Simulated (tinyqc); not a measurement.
Inside a calculation. Model: ion implantation: universal nuclear stopping, Lindhard-Scharff electronic stopping and a Gaussian range profile. Computed by tinyqc, a small Python program that keeps every step. Command: `OMP_NUM_THREADS=1 python tinyqc.py 3004896 3004897 out.jsonl implant walk`. One thread of a shared host (Intel(R) Xeon(R) Processor @ 2.30GHz), about 0.08 s of CPU time with the checks. Intermediate numbers are printed to about 6 digits and carried at full precision; extremes and crossings named in words are read from the listed rows.

An ion slows by elastic collisions with screened nuclei and by friction with electrons; channelling is ignored and the target is uniform.

Inputs (values chosen for the exercise, modelled on fluorine ions in aluminium):
```
quantity                                 value     unit
ion atomic number Z1                         9        -
ion mass M1                                 19        u
target atomic number Z2                     13        -
target mass M2                           26.98        u
target density N                          60.2   1/nm^3
ion energy E                               2.2      keV
scale factor of electronic stopping k     0.98        -
dose Q                                   5e+12   1/cm^2
background C_B                         4.2e+16   1/cm^3
displacement energy E_d                     25       eV
tilt angle                                  15  degrees
screen thickness d                         9.9       nm
```

Follow-up: tilt and screen oxide.

## Stopping at the entry energy

Reduced energy eps = 32.53 M2 E/(Z1 Z2 (M1 + M2)(Z1^0.23 + Z2^0.23)), E in keV; s_n = ln(1 + 1.1383 eps)/(2 (eps + 0.01321 eps^0.21226 + 0.19593 eps^0.5)) for eps up to 30 and ln(eps)/(2 eps) above; S_n = 8.462 Z1 Z2 M1 s_n/((M1 + M2)(Z1^0.23 + Z2^0.23)) in 1e-15 eV cm^2. S_e = k 3.83 Z1^(7/6) Z2/(Z1^(2/3) + Z2^(2/3))^(3/2) sqrt(E/M1) in 1e-15 eV cm^2, E in keV. dE/dx = N (S_n + S_e); 1e-15 eV cm^2 = 0.1 eV nm^2.

reduced energy eps = 0.103689

s_n = 0.318864

S_n = 37.6868 x 1e-15 eV cm^2

S_e = 6.96572 x 1e-15 eV cm^2

energy loss dE/dx = 268.808 eV/nm

Nuclear stopping carries 84 % of the loss at entry.

## Range and straggle

Path length R = int_0^E dE'/(N (S_n + S_e)); energy lost to nuclei nu = int_0^E S_n/(S_n + S_e) dE' (both with E' = E y^3 and 64 Gauss-Legendre points in y). Estimates of Lindhard type: R_p = R/(1 + M2/(3 M1)), straggle dR_p = (2/3) R_p sqrt(M1 M2)/(M1 + M2).

path length R = 12.5399 nm

projected range R_p = 8.51127 nm

straggle dR_p = 2.79404 nm

energy lost to nuclei nu = 1.91717 keV

87 % of the energy goes to nuclei over the whole path.

## Gaussian profile

C(x) = C_p exp(-(x - R_p)^2/(2 dR_p^2)) with C_p = Q/(sqrt(2 pi) dR_p), 1 nm = 1e-7 cm; the profile falls to the background at x_j = R_p + dR_p sqrt(2 ln(C_p/C_B)); the peak atomic fraction is C_p/N.

peak concentration C_p = 7.13917e+18 1/cm^3

Depth x_j where C falls to C_B = 17.4659 nm

peak atomic fraction = 1.18591e-04

## Damage

Kinchin-Pease count with efficiency 0.8: N_d = 0.8 nu/(2 E_d), taking all of nu as damage energy (an upper estimate, as recoils also lose energy to electrons). Spread over a depth R_p + dR_p, displacements per atom = Q N_d/(N (R_p + dR_p)).

displacements per ion N_d = 30.6748

displacements per atom = 0.00225358

One displacement per atom would need a dose of 2.2e15 per cm^2 if no defects annealed.

## Tilt and screen

Depths scale with cos(tilt): R_p cos and dR_p cos (lateral straggle ignored); the screen stops like the target. Fraction in the substrate = (1/2) erfc((d - R_p cos)/(sqrt2 dR_p cos)); peak depth below the screen = R_p cos - d.

fraction in the substrate = 0.266963

peak depth below the screen = -1.67874 nm

The peak lies inside the screen, so only the tail is implanted.

## Nuclear against electronic stopping over energy

The formulas are those given above.

Stopping (1e-15 eV cm^2) and range:
```
E (keV)          eps      S_n      S_e   R (nm)      nu/E
1        4.71315e-02  31.9787    4.696     7.69  0.888495
2        9.42631e-02  37.0845    6.642    11.79  0.873983
5        2.35658e-01  41.2442   10.501    22.08  0.842221
10       4.71315e-01  41.1317   14.851    37.40  0.803346
20       9.42631e-01  37.5951   21.002    66.27  0.744541
50       2.35658e+00  28.8180   33.208   148.84  0.624360
100      4.71315e+00  21.2095   46.963   276.65  0.501568
200      9.42631e+00  14.4790   66.416   499.90  0.367965
500      2.35658e+01   8.0084  105.012  1014.76  0.213481
```

Nuclear stopping peaks near 5 keV among these rows (eps = 0.24; the universal curve peaks near 0.3). Electronic stopping overtakes it between 20 and 50 keV. The path length grows as E^0.62 at the low end and E^0.77 at the high end; constant stopping would give E^1, and stopping that rises with E, be it nuclear (below its peak) or electronic, gives a lower exponent.

Checks made by the program: range against adaptive quadrature (relative difference 5e-06).
